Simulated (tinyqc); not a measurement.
Interdiffusion in a binary couple: Darken equations, Kirkendall shift and Boltzmann-Matano analysis: one step, computed by the program tinyqc.

x is the mole fraction of B; the molar volume is constant, and the two halves are long enough to count as infinite.

Problem. Diffusivities at one composition. D*_i(x) = D*_i(0) exp(k x); thermodynamic factor Phi = 1 - 2 W x (1 - x)/(k_B T); with f0 = 0.7815, M0 = 2 f0/(1 - f0), den = M0 ((1 - x) D*_A + x D*_B): D_A = D*_A Phi [1 + 2 (1 - x)(D*_A - D*_B)/den], D_B = D*_B Phi [1 - 2 x (D*_A - D*_B)/den]; interdiffusion D~ = x D_A + (1 - x) D_B.

Inputs (values chosen for the exercise, for a model alloy A-B):

| quantity | value | unit |
|---|---|---|
| tracer diffusivity D*_A(0) | 3.9e-16 | m^2/s |
| tracer diffusivity D*_B(0) | 7.4e-16 | m^2/s |
| slope k of ln D* with x | -0.68 | - |
| regular-solution parameter W | -0.18 | eV |
| temperature T | 1160 | K |
| composition x for the local step | 0.47 | - |

Vacancy-wind correction: Manning, fcc.

Constants: k_B = 8.617333262e-05 eV/K.

Give: thermodynamic factor Phi; intrinsic D_A; intrinsic D_B; interdiffusion coefficient D~ at the local x.

Solution.

thermodynamic factor Phi = 1.897

intrinsic D_A = 4.872e-16 m^2/s

intrinsic D_B = 1.104e-15 m^2/s

interdiffusion coefficient D~ at the local x = 8.143e-16 m^2/s

A negative W (tendency to order or compound) speeds mixing: Phi is above 1.
